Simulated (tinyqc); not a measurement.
# Inputs raised by 10 %, one at a time

Model: domain walls in a thin film with perpendicular anisotropy: Bloch, Neel and chiral walls, motion and stripe domains. Computed by tinyqc, a small Python program. Command: `OMP_NUM_THREADS=1 python tinyqc.py 3020327 3020328 out.jsonl mwall sens`. One thread of a shared host (Intel(R) Xeon(R) Processor @ 2.30GHz), about 0.07 s of CPU time with the checks.

One-dimensional wall: polar angle theta(x), azimuth phi of the moment in the wall (phi = 0 Neel, 90 degrees Bloch). mu_0 = 1.25663706212e-6 T m/A, gamma = 1.76085963023e11 rad/(s T).

Inputs (values chosen for the exercise, for a model film): saturation magnetisation M_s = 620 kA/m; exchange stiffness A = 20 pJ/m; uniaxial anisotropy K_u = 441 kJ/m^3; DMI constant D = 1.5 mJ/m^2; thickness t = 2.7 nm; damping alpha = 0.2; field mu_0 H_z = 2.1 mT.

Drive: magnetic field.

Method:
- K_eff = K_u - mu_0 M_s^2/2; Delta = sqrt(A/K_eff); sigma_0 = 4 sqrt(A K_eff); profile theta = 2 arctan exp(x/Delta); quality factor Q = 2 K_u/(mu_0 M_s^2).
- sigma(phi) = sigma_0 + 2 Delta K_D cos^2(phi) - pi D cos(phi), with the wall shape anisotropy K_D = N_x mu_0 M_s^2/2, N_x = t ln 2/(pi Delta). The minimum has cos(phi) = D/D_N for D < D_N = 4 Delta K_D/pi and phi = 0 beyond; sigma turns negative at D_c = (sigma_0 + 2 Delta K_D)/pi.
- Field drive: steady motion v = gamma Delta B/alpha needs B = (alpha/2) [2 B_D sin(phi) - B_K sin(2 phi)] in size, B_K = 2 K_D/M_s, B_D = pi D/(2 M_s Delta), with phi moving from its rest value; the Walker field B_W is the largest value of |B_D sin(phi) - (B_K/2) sin(2 phi)| times alpha, reached at cos(phi) = [d - sqrt(d^2 + 8)]/4, d = B_D/B_K. Far above B_W/alpha, v = gamma Delta B alpha/(1 + alpha^2); this is used for all B above B_W.

Runs:
```
input moved                          from     to  width parameter Delta (nm)  wall energy sigma (mJ/m^2)  Walker field B_W (mT)  velocity at B (m/s)
base run                                -      -                       10.01                       3.565                  76.46                18.51
saturation magnetisation M_s (kA/m)   620    682                       11.60                       2.535                  60.22                21.44
exchange stiffness A (pJ/m)            20     22                       10.50                       3.955                  72.90                19.42
uniaxial anisotropy K_u (kJ/m^3)      441  485.1                        9.06                       4.404                  84.49                16.75
DMI constant D (mJ/m^2)               1.5   1.65                       10.01                       3.094                  84.00                18.51
thickness t (nm)                      2.7   2.97                       10.01                       3.594                  76.58                18.51
damping alpha                         0.2   0.22                       10.01                       3.565                  84.11                16.83
```

Exponents ln(y'/y) / ln(x'/x):
```
input                         width parameter Delta  wall energy sigma  Walker field B_W  velocity at B
saturation magnetisation M_s                  1.539             -3.576            -2.505          1.539
exchange stiffness A                          0.500              1.089            -0.500          0.500
uniaxial anisotropy K_u                      -1.048              2.218             1.048         -1.048
DMI constant D                                0.000             -1.488             0.987          0.000
thickness t                                   0.000              0.084             0.016          0.000
damping alpha                                 0.000              0.000             1.000         -1.000
```

Which inputs matter most for each result?

Among the inputs moved here: width parameter Delta answers most in size to saturation magnetisation M_s (exponent +1.539), next to uniaxial anisotropy K_u (-1.048); its exponent is below 0.0005 for DMI constant D, thickness t, damping alpha. Its exponent +0.500 in exchange stiffness A: sqrt(A/K). Wall energy sigma answers most in size to saturation magnetisation M_s (exponent -3.576), next to uniaxial anisotropy K_u (+2.218); its exponent is below 0.0005 for damping alpha. Walker field B_W answers most in size to saturation magnetisation M_s (exponent -2.505), next to uniaxial anisotropy K_u (+1.048). Its exponent +1.000 in damping alpha: the damping torque of the moving wall balances the field torque. Velocity at B answers most in size to saturation magnetisation M_s (exponent +1.539), next to uniaxial anisotropy K_u (-1.048); its exponent is below 0.0005 for DMI constant D, thickness t.
